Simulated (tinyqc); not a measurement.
Inside a calculation. Method: Hueckel theory of the pi electrons, for the molecule c1ccc2cccc-2cc1 (SMILES; centres numbered as the heavy atoms are written). Computed by tinyqc, a small Python program that keeps every step. Settings: charge = 0. Command: `OMP_NUM_THREADS=1 python tinyqc.py 26711 26712 out.jsonl` (the two numbers bound the seeds that draw the settings). One thread of a shared host (Intel(R) Xeon(R) Processor @ 2.60GHz), about 0.01 s of CPU time with the checks.

## The Hueckel matrix

Centres:
```
centre,"z_r, pi electrons of the neutral centre",h
1C,1,0.0000
2C,1,0.0000
3C,1,0.0000
4C,1,0.0000
5C,1,0.0000
6C,1,0.0000
7C,1,0.0000
8C,1,0.0000
9C,1,0.0000
10C,1,0.0000
```

Bonds:
```
i,j,k
1,2,1
2,3,1
3,4,1
4,5,1
5,6,1
6,7,1
7,8,1
8,9,1
9,10,1
10,1,1
8,4,1
```

H_rr = alpha + h_r beta, H_rs = k_rs beta for bonded centres.

Hueckel matrix in units of beta (H = alpha + beta A):
```
,1C,2C,3C,4C,5C,6C,7C,8C,9C,10C
1C,0.0000,1.0000,0.0000,0.0000,0.0000,0.0000,0.0000,0.0000,0.0000,1.0000
2C,1.0000,0.0000,1.0000,0.0000,0.0000,0.0000,0.0000,0.0000,0.0000,0.0000
3C,0.0000,1.0000,0.0000,1.0000,0.0000,0.0000,0.0000,0.0000,0.0000,0.0000
4C,0.0000,0.0000,1.0000,0.0000,1.0000,0.0000,0.0000,1.0000,0.0000,0.0000
5C,0.0000,0.0000,0.0000,1.0000,0.0000,1.0000,0.0000,0.0000,0.0000,0.0000
6C,0.0000,0.0000,0.0000,0.0000,1.0000,0.0000,1.0000,0.0000,0.0000,0.0000
7C,0.0000,0.0000,0.0000,0.0000,0.0000,1.0000,0.0000,1.0000,0.0000,0.0000
8C,0.0000,0.0000,0.0000,1.0000,0.0000,0.0000,1.0000,0.0000,1.0000,0.0000
9C,0.0000,0.0000,0.0000,0.0000,0.0000,0.0000,0.0000,1.0000,0.0000,1.0000
10C,1.0000,0.0000,0.0000,0.0000,0.0000,0.0000,0.0000,0.0000,1.0000,0.0000
```

## Orbitals

pi electrons, sum of z_r less the charge = 10

Diagonalise; E = alpha + x beta with beta < 0, so the largest x are filled first; degenerate levels share their electrons. P = sum n_i c_ri c_si; each orbital has its largest coefficient positive (the first on a tie).

x values: 2.3103  1.6516  1.3557  0.8870  0.4773  -0.4004  -0.7376  -1.5792  -1.8692  -2.0953

occupations: 2.0000  2.0000  2.0000  2.0000  2.0000  0.0000  0.0000  0.0000  0.0000  0.0000

coefficients:
```
,MO1,MO2,MO3,MO4,MO5,MO6,MO7,MO8,MO9,MO10
1C,0.1730,0.5247,0.0000,0.3603,0.0000,0.5109,0.0000,0.3416,0.4328,0.0000
2C,0.1998,0.4333,0.3571,0.1598,-0.3355,-0.1023,0.4841,-0.2697,-0.4045,0.1601
3C,0.2886,0.1909,0.4841,-0.2186,-0.1601,-0.4699,-0.3571,0.0844,0.3233,-0.3355
4C,0.4670,-0.1180,0.2992,-0.3536,0.2591,0.2904,-0.2207,0.1365,-0.1998,0.5428
5C,0.3233,-0.2678,0.2207,0.2585,0.5428,0.0632,0.2992,-0.4364,0.2500,-0.2591
6C,0.2799,-0.3243,0.0000,0.5829,0.0000,-0.3157,0.0000,0.5527,-0.2675,0.0000
7C,0.3233,-0.2678,-0.2207,0.2585,-0.5428,0.0632,-0.2992,-0.4364,0.2500,0.2591
8C,0.4670,-0.1180,-0.2992,-0.3536,-0.2591,0.2904,0.2207,0.1365,-0.1998,-0.5428
9C,0.2886,0.1909,-0.4841,-0.2186,0.1601,-0.4699,0.3571,0.0844,0.3233,0.3355
10C,0.1998,0.4333,-0.3571,0.1598,0.3355,-0.1023,-0.4841,-0.2697,-0.4045,-0.1601
```

charge and bond-order matrix P:
```
,1C,2C,3C,4C,5C,6C,7C,8C,9C,10C
1C,0.8700,0.6389,0.1427,-0.2170,0.0171,0.1766,0.0171,-0.2170,0.1427,0.6389
2C,0.6389,0.9864,0.6640,0.0112,-0.2269,0.0171,0.1864,-0.0684,-0.2422,0.0262
3C,0.1427,0.6640,0.8549,0.5858,0.0112,-0.2170,-0.0684,0.1725,-0.1849,-0.2422
4C,-0.2170,0.0112,0.5858,1.0274,0.5956,-0.0744,-0.2310,0.4009,0.1725,-0.0684
5C,0.0171,-0.2269,0.0112,0.5956,1.1729,0.6560,-0.2006,-0.2310,-0.0684,0.1864
6C,0.1766,0.0171,-0.2170,-0.0744,0.6560,1.0466,0.6560,-0.0744,-0.2170,0.0171
7C,0.0171,0.1864,-0.0684,-0.2310,-0.2006,0.6560,1.1729,0.5956,0.0112,-0.2269
8C,-0.2170,-0.0684,0.1725,0.4009,-0.2310,-0.0744,0.5956,1.0274,0.5858,0.0112
9C,0.1427,-0.2422,-0.1849,0.1725,-0.0684,-0.2170,0.0112,0.5858,0.8549,0.6640
10C,0.6389,0.0262,-0.2422,-0.0684,0.1864,0.0171,-0.2269,0.0112,0.6640,0.9864
```

## Energy, charges, bond orders

E = sum n x; q_r = z_r - P_rr; bond order p = P_rs; free valence = sqrt(3) - sum of p over the bonds of the atom.

pi energy = 10 alpha + this times beta = 13.3635

pi charges: 1C 0.1300, 2C 0.0136, 3C 0.1451, 4C -0.0274, 5C -0.1729, 6C -0.0466, 7C -0.1729, 8C -0.0274, 9C 0.1451, 10C 0.0136

Bond orders and lengths from R = 1.517 - 0.180 p (angstrom, C-C alone):
```
bond,p,R
1-2,0.6389,1.4020
2-3,0.6640,1.3975
3-4,0.5858,1.4116
4-5,0.5956,1.4098
5-6,0.6560,1.3989
6-7,0.6560,1.3989
7-8,0.5956,1.4098
8-9,0.5858,1.4116
9-10,0.6640,1.3975
10-1,0.6389,1.4020
8-4,0.4009,1.4448
```

free valence of the carbons: 1C 0.4543, 2C 0.4291, 3C 0.4822, 4C 0.1497, 5C 0.4804, 6C 0.4200, 7C 0.4804, 8C 0.1497, 9C 0.4822, 10C 0.4291

gap between the highest filled and the next level = 0.8777 |beta|
